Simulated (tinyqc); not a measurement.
sp3s* tight binding with spin-orbit coupling: sweeps and comparisons. A value that a table varies takes the place of the one given here.

sp3s* tight binding, nearest neighbours only: anion (a) at 0, cation (c) at a/4 (1,1,1), orbitals s, px, py, pz, s* on each; k in units of 2 pi/a. With phases e_j = exp(i (pi/2) k.n_j) for n = (1,1,1), (1,-1,-1), (-1,1,-1), (-1,-1,1): g0 = (e1+e2+e3+e4)/4, g1 = (e1+e2-e3-e4)/4, g2 = (e1-e2+e3-e4)/4, g3 = (e1-e2-e3+e4)/4. The diagonal holds the levels Esa, Epa, Exa (s*) and Esc, Epc, Exc. Anion-cation block: <sa|sc> = Vss g0; <sa|xc> = Vsapc g1; <xa|sc> = -Vscpa g1; <xa|xc> = Vxx g0; <xa|yc> = <ya|xc> = Vxy g3, <xa|zc> = <za|xc> = Vxy g2, <ya|zc> = <za|yc> = Vxy g1; <s*a|xc> = Vxapc g1; <xa|s*c> = -Vpaxc g1; y and z take g2 and g3 in place of g1; s-s* and s*-s* vanish.

Spin-orbit coupling acts within the p shell of each atom as (D/3) L.sigma, D = Da or Dc: it puts four states at Ep + D/3 and two at Ep - 2D/3.

Inputs chosen for the exercise (near a published set for InAs, fitted to gaps, whose masses and valley positions are rough; spin-orbit coupling, where it is added without a refit, lifts the valence top and shrinks all gaps by about a third of the splitting; shifted at random, so the results belong to these values and not to a real crystal):
```
symbol  value   unit  meaning
Esa     -9.593  eV    s level of the anion
Epa     0.911   eV    p level of the anion
Esc     -2.705  eV    s level of the cation
Epc     3.744   eV    p level of the cation
Exa     7.392   eV    s* level of the anion
Exc     6.759   eV    s* level of the cation
Vss     -5.608  eV    s-s
Vxx     1.839   eV    px-px
Vxy     4.457   eV    px-py
Vsapc   3.024   eV    s anion, p cation
Vscpa   5.481   eV    s cation, p anion
Vxapc   3.365   eV    s* anion, p cation
Vpaxc   3.901   eV    p anion, s* cation
Da      0.404   eV    atomic spin-orbit splitting, anion
Dc      0.406   eV    the same, cation
eta     2.5           scaling exponent
D001    1.1           ratio -ezz/exx
```

## What the s* orbital does

The s* couplings Vxapc and Vpaxc are scaled by f; f = 0 is the plain sp3 model. Gaps from the top of the valence band at Gamma; the Delta value is the minimum on (x,0,0), 0.5 <= x <= 1.

Gaps (eV):
```
f,Gamma,Delta,L,x of the minimum
0.00,0.2911,3.1907,2.1343,0.500
0.25,0.2911,3.1194,2.0643,0.500
0.50,0.2911,2.9246,1.8703,0.500
0.75,0.2911,2.6473,1.5885,0.500
0.90,0.2911,2.4435,1.3930,1.000
1.00,0.2911,2.1504,1.2557,1.000
1.10,0.2911,1.8526,1.1147,1.000
```

What does this show, and why?

The gap at Gamma stays, since g1 to g3 vanish there. From f = 0 to 1 the s* levels lower the Delta value by 1.040 eV and L by 0.879 eV. For f = 0, 0.25, 0.5 and 0.75 the least value lies at x = 0.5, the end of the range: any valley further out lies above that value until s* has lowered it enough. The lowest of the three is Gamma at both f = 0 and f = 1.

## Hydrostatic strain (sp3s* tight binding with spin-orbit coupling, strained)

Strain e moves each bond vector to d = (1 + e) d0 (no internal displacement for the diagonal strains used here) and k is given in fractions of the strained reciprocal cell, so the phases stay. Two-centre values Vss_sigma = Vss/4, Vsp_sigma = sqrt3 V/4 for each s-p and s*-p pair, Vpp_sigma = (Vxx + 2 Vxy)/4, Vpp_pi = (Vxx - Vxy)/4 are scaled by (d0/d)^eta and combined with the new direction cosines; the levels on the diagonal stay.

exx = eyy = ezz = e. Gaps as measured from the top of the valence band; the deformation potentials are (gap(0.01) - gap(-0.01))/0.06.

Gaps (eV):
```
e,Gamma,Delta,L,x of the minimum
-0.03,0.7900,2.1154,1.4575,1.000
-0.02,0.6165,2.1269,1.3874,1.000
-0.01,0.4503,2.1386,1.3201,1.000
0.00,0.2911,2.1504,1.2557,1.000
0.01,0.1385,2.1622,1.1940,1.000
0.02,0.0000,2.1566,1.1350,0.500
0.03,0.0000,2.0750,1.0786,0.500
```

gap deformation potentials (eV): Gamma -5.198, Delta 0.393, L -2.101

What does this show, and why?

Per unit of volume strain the gaps move by -5.20 (Gamma), +0.39 (Delta) and -2.10 eV (L). The lowest valley stays Gamma over the range. These potentials follow from the one exponent eta, which fitted models replace by one for each integral; with it the sizes are rough, the sign for Delta can be wrong (in Si, Ge and the III-V crystals measured values are small and positive), and the pressures at which valleys cross, and which valley takes over, are rough too. A gap of zero, where one is listed, marks an s level that has sunk below the valence top.

## Biaxial strain splits the top of the valence band (sp3s* tight binding, strained)

No spin-orbit coupling; k = 0; exx = eyy = e, ezz = -D001 e. The four bonds keep equal lengths, and the sums over them give Vxx(e) for px and py and Vzz(e) for pz; each level is the lower root of [[Epa, V], [V, Epc]], and the s level the upper root of the s block. The shear potential b follows from E(x,y) - E(z) = 3 b (exx - ezz), taken as the slope between e = -0.005 and 0.005.

Couplings and levels at Gamma (eV):
```
e,ezz,Vxx(e),Vzz(e),"E(x,y)",E(z),"E(x,y) - E(z) (meV)",upper s level
-0.020,0.0220,1.7377,2.1224,0.0856,-0.2242,309.8,0.5023
-0.010,0.0110,1.7894,1.9792,0.0453,-0.1063,151.7,0.4676
-0.005,0.0055,1.8144,1.9087,0.0256,-0.0494,75.0,0.4499
0.005,-0.0055,1.8630,1.7701,-0.0129,0.0604,-73.3,0.4141
0.010,-0.0110,1.8866,1.7020,-0.0317,0.1131,-144.8,0.3959
0.020,-0.0220,1.9321,1.5683,-0.0682,0.2142,-282.4,0.3590
```

b = -2.354 eV

What can be read from the table?

Under tension in the plane (e > 0) the bonds tilt towards the plane, Vxx grows to 1.8866 and Vzz falls to 1.7020 eV at e = 0.01, and the pz state forms the top of the valence band, by 144.8 meV; under compression (e = -0.01) the px, py pair does, by 151.7 meV. The slope gives b = -2.35 eV, a rough value, since on-site strain terms are left out (measured values lie near -2 eV).

## What each parameter does

Gaps from the top of the valence band at Gamma; Delta is the minimum on (x,0,0), 0.5 <= x <= 1. Each row changes one parameter from the base and keeps the others.

Results:
```
case,Ev (eV),gap Gamma (eV),gap Delta (eV),gap L (eV)
base,0.1410,0.2911,2.1504,1.2557
Vsapc = 3.324 eV,0.1410,0.2911,2.2555,1.3374
Exa = 7.692 eV,0.1410,0.2911,2.2348,1.2761
Epa = 1.111 eV,0.3006,0.1314,1.9909,1.1211
Vxx = 2.039 eV,-0.0204,0.4525,2.3118,1.4564
Exc = 7.059 eV,0.1410,0.2911,2.1504,1.2699
Vss = -5.408 eV,0.1410,0.1215,2.1504,1.2213
```

How do the results move?

The largest shifts from the base row, up to three for each result and ties (the steps differ in size, so this ranks the rows, not the parameters). Ev (eV): Vxx -0.1614, Epa +0.1596; unchanged at the printed digits by Vsapc, Exa, Exc and Vss. gap Gamma (eV): Vss -0.1696, Vxx +0.1614, Epa -0.1596; unchanged at the printed digits by Vsapc, Exa and Exc. gap Delta (eV): Vxx +0.1614, Epa -0.1594, Vsapc +0.1052; unchanged at the printed digits by Exc and Vss. gap L (eV): Vxx +0.2008, Epa -0.1346, Vsapc +0.0817. Vsapc, Exa and Exc cannot move Ev or the gap at Gamma, whose blocks do not hold them; s parameters never move Ev, and move the gap only where the lowest empty level at Gamma is s-like.

tinyqc: `OMP_NUM_THREADS=1 python tinyqc.py 1452394 1452395 out.jsonl`; about 0.1 s, one thread, shared Intel(R) Xeon(R) Processor @ 2.30GHz.
